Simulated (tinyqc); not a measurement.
Coherent transport through a tight-binding region between two chains, step by step. One step of it, computed by the program tinyqc.

Task: Transmission at E = 0.01 eV. Surface Green function g = (E - i sqrt(4 t^2 - E^2)) / (2 t^2); self-energy tc^2 g on each contact site; G = (E - H - Sigma)^(-1); Gamma = -2 Im Sigma; T = Gamma_L Gamma_R |G_LR|^2; local density of states -Im G_ii / pi.

H of the central region (eV):
```
,1,2
1,0.000000,-1.410000
2,-1.410000,0.000000
```

Leads: semi-infinite chains with site energy 0:
```
parameter,value
lead hopping t (eV),1.350000
coupling to the left lead (eV),0.970000
coupling to the right lead (eV),1.020000
left contact site,1
right contact site,2
```

E = 0.010000 eV

Give: g; G; local density of states; transmission.

Result:

g = 0.0027-0.7407i 1/eV

G (1/eV):
```
,1,2
1,-0.0015-0.3052i,0.5584+0.0024i
2,0.5584+0.0024i,-0.0018-0.2760i
```

local density of states (1/eV): 0.0971  0.0879

transmission = 0.6699
